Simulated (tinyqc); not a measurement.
Changing the nearest-neighbour distance d: rigid-ion and shell models of the dielectric response of an ionic crystal. Computed by tinyqc, a small Python program. Command: `OMP_NUM_THREADS=1 python tinyqc.py 3030366 3030367 out.jsonl shell sweep`. One thread of a shared host (Intel(R) Xeon(R) Processor @ 2.30GHz), about 0.01 s of CPU time with the checks.

Charges +Z and -Z; 6 nearest neighbours, Madelung constant M = 1.747565, volume per ion pair Omega = 2.000000 d^3. Energy per pair U = -M Z^2 e2/d + 6 A exp(-d/rho), e2 = e^2/(4 pi eps_0). In the shell model the anion is a core of charge Y - Z and a massless shell of charge -Y, joined by the spring k; the repulsion acts on the shell. Each ion feels the Lorentz field E + (4 pi/3) P (Gaussian units).

Inputs (values chosen for the exercise, for a model crystal):
```
quantity                       value           unit
ionic charge Z                     1              e
hardness d/rho                    12              -
cation mass                     52.6              u
anion mass                        19              u
shell charge size Y             1.98              e
core-shell spring k             40.4  eV/angstrom^2
cation polarisability alpha_+  0.043     angstrom^3
```

Structure: rock salt.

Constants: e^2/(4 pi eps_0) = 14.39964548 eV angstrom; 1 eV/angstrom^3 = 160.2176634 GPa; nu for 1 eV/(angstrom^2 u) = 15.6333042 THz; 1 THz = 33.35640952 1/cm.

Method:
- Zero pressure fixes 6 A exp(-d/rho) = M Z^2 e2 rho/d^2. Then U = -(M Z^2 e2/d)(1 - rho/d), B = M Z^2 e2 (d/rho - 2)/(9 Omega d), and the spring of one sublattice against the other is R = (1/3) x (Laplacian of the repulsion summed over neighbours) = M Z^2 e2 (d/rho - 2)/(3 d^3), so R = 3 B Omega/d^2.
- Eliminating the shell gives the anion polarisability alpha_- = Y^2 e2/(k + R), the Szigeti charge Z_S = Z - Y R/(k + R) and the softened spring R' = k R/(k + R). With b = 4 pi (alpha_+ + alpha_-)/(3 Omega): eps_inf = (1 + 2b)/(1 - b) (Clausius-Mossotti); Born charge Z* = Z_S (eps_inf + 2)/3.
- mu lambda_TO = R' - (4 pi e2/(3 Omega)) Z_S^2/(1 - b); mu lambda_LO = mu lambda_TO + 4 pi e2 Z*^2/(eps_inf Omega); eps_s = eps_inf lambda_LO/lambda_TO.
- lambda in eV/(angstrom^2 u) gives the wavenumber 15.6333042 x 33.35640952 x sqrt(lambda); mu is the reduced mass.

One run for each value:
```
nearest-neighbour distance d (angstrom)   eps_s  eps_inf  omega_TO (1/cm)  bulk modulus B (GPa)
1.83                                     3.8964   2.7724           401.50                199.72
1.93                                     3.6796   2.4669           372.45                161.43
2.04                                     3.5005   2.2111           344.10                129.33
2.15                                     3.3642   2.0142           319.03                104.83
2.26                                     3.2581   1.8594           296.77                 85.86
2.37                                     3.1738   1.7357           276.91                 71.00
2.47                                     3.1115   1.6437           260.66                 60.18
2.58                                     3.0550   1.5599           244.51                 50.55
2.69                                     3.0083   1.4903           229.93                 42.78
```

Describe and explain the trends.

Over the rows, eps_s falls from 3.90 to 3.01 (exponent d ln y / d ln x -1.1 between the first rows and -0.37 between the last); eps_inf falls from 2.77 to 1.49 (exponent d ln y / d ln x -2.2 between the first rows and -1.1 between the last); omega_TO (1/cm) falls from 402 to 230 (exponent d ln y / d ln x about -1.4 throughout). The exponent of bulk modulus B stays at -4: B is an energy ~ 1/d over a volume ~ d^3. d/rho, k and the cation polarisability are held fixed, so each row is a different crystal at zero pressure, not one crystal under strain.
